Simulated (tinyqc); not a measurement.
From screening to the Mott criterion: hydrogenic impurity: series, fields, screening, photoionisation and donor-acceptor pairs. Computed by tinyqc, a small Python program. Command: `OMP_NUM_THREADS=1 python tinyqc.py 3015807 3015808 out.jsonl hydrogenic walk`. One thread of a shared host (Intel(R) Xeon(R) Processor @ 2.30GHz), about 0.01 s of CPU time with the checks.

One isotropic, parabolic band. Effective units: Ry* and a*, in which H = -nabla^2 - 2/r.

Inputs (values chosen for the exercise, modelled on InP): electron mass m = 0.0795 m_0; dielectric constant eps = 12.6; donor density N = 1.6e+16 cm^-3.

Parts treated: screening and pairs.

Constants: Ry = 13.605693123 eV; a_0 = 0.529177210903 angstrom; h x 1 THz = 4.135667696 meV.

Method:
- Ry* = Ry m/eps^2, a* = a_0 eps/m; level n is bound by Ry*/n^2; <r> = (3/2) a* in 1s; lines 1s -> np at Ry* (1 - 1/n^2); 1 THz = 4.135667696 meV.
- Thomas-Fermi screening by N free electrons of one valley, taken as a degenerate gas (the hypothesis that all donors are ionised): q a* = sqrt(4 k_F a*/pi), k_F = (3 pi^2 N)^(1/3).
- Screened potential -(2/r) exp(-q r). Basis exp(-zeta r), zeta_k = 0.02 x 1.6^k, k = 0..23: S = 2/s^3, T = zeta_i zeta_j S, V = -2/(s + q)^2 with s = zeta_i + zeta_j; overlap eigenvalues below 1e-11 are dropped.
- First order: 1 - 2 q a*. One exponent: the maximum over zeta of 8 zeta^3/(2 zeta + q)^2 - zeta^2 (golden section on 0.01 to 1.2).

a* = 83.8696 angstrom

Binding (Ry*):
```
N^(1/3) a*   N (cm^-3)     q a*  first order  one exponent    basis
0.0042      1.2558e+11  0.12862      0.74276       0.76571  0.76575
0.0130      3.7241e+12  0.22629      0.54742       0.61497  0.61521
0.0320      5.5544e+13  0.35503      0.28994       0.44663  0.44772
0.0630      4.2385e+14  0.49815      0.00370       0.29476  0.29794
0.1100      2.2561e+15  0.65825     -0.31649       0.16323  0.17051
0.1600      6.9430e+15  0.79387     -0.58775       0.08012  0.09234
0.2100      1.5698e+16  0.90950     -0.81900       0.02833  0.04543
```

The binding falls from 0.766 to 0.045 Ry*. First order, a constant shift of the potential, overshoots and turns negative from q a* = 0.5. One exponent loses the state at q a* = 1 (N^(1/3) a* = 0.254, the classic form of the Mott criterion); the full basis keeps it to 1.19. The dilute rows are formal, since there the electrons are bound or non-degenerate.

Extremes, crossings and ranges named in words are read from the listed rows.
